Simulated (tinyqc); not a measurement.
Changing the substrate thickness t_S: elastic strain and critical thickness of a cubic alloy layer A(1-x)B(x) on a thick substrate. Computed by tinyqc, a small Python program. Command: `OMP_NUM_THREADS=1 python tinyqc.py 3018589 3018590 out.jsonl misfit sweep`. One thread of a shared host (Intel(R) Xeon(R) Processor @ 2.30GHz), about 0.01 s of CPU time with the checks.

Strain is positive in tension. The layer is coherent with the substrate unless said otherwise.

Inputs (values chosen for the exercise, modelled on GaAs(1-x)Sb(x) on GaAs):

| quantity | value | unit |
|---|---|---|
| fraction x of B | 0.21 | - |
| lattice constant a_A | 5.653 | angstrom |
| lattice constant a_B | 6.096 | angstrom |
| substrate lattice constant a_S | 5.653 | angstrom |
| layer thickness h | 65 | nm |
| biaxial modulus of the substrate M_S | 130 | GPa |
| wafer diameter W | 200 | mm |

Growth plane: (111).

C11, C12, C44 of A (GPa): 118.6  53.06  59.84

C11, C12, C44 of B (GPa): 90.06  40.12  42.79

Method:
- a = (1 - x) a_A + x a_B, the same rule for each C_ij; misfit f = (a_S - a)/a, the in-plane strain of the coherent layer.
- (111): D = 2 (C11 + 2 C12 - 2 C44)/(C11 + 2 C12 + 4 C44), M = 6 C44 (C11 + 2 C12)/(C11 + 2 C12 + 4 C44). The free surface carries no normal stress, so e_perp = -D f; dV/V = 2 f + e_perp; stress = M f; energy per area = M f^2 h (1 GPa nm = 1 J/m^2).
- Stoney: curvature = 6 |stress| h/(M_S t_S^2); radius = 1/curvature; bow = curvature W^2/8.

One run for each value:

| substrate thickness t_S (micrometre) | curvature (1/m) | radius of curvature (m) | bow (micrometre) |
|---|---|---|---|
| 100 | 0.7978 | 1.3 | 3989 |
| 150 | 0.3546 | 2.8 | 1773 |
| 220 | 0.1648 | 6.1 | 824 |
| 320 | 0.0779 | 12.8 | 390 |
| 460 | 0.0377 | 26.5 | 189 |
| 680 | 0.0173 | 58.0 | 86 |
| 1000 | 0.0080 | 125.3 | 40 |

Describe and explain the trends.

Over the rows, curvature (1/m) falls from 0.798 to 0.00798 (exponent d ln y / d ln x about -2.0 throughout); radius of curvature (m) rises from 1.25 to 125 (exponent d ln y / d ln x about 2.0 throughout); bow (micrometre) falls from 3990 to 39.9 (exponent d ln y / d ln x about -2.0 throughout). The exponent of curvature stays at -2: the bending stiffness grows as t^3 and the lever arm as t.

Caution (all rows): M_S is near the value for a (001) wafer; a (111) wafer is stiffer and bends less. Caution (all rows): the curvature assumes a coherent layer, but h exceeds h_c. Caution (rows 100, 150, 220, 320, 460): a bow above a fifth of the wafer thickness is beyond Stoney's small-deflection limit.
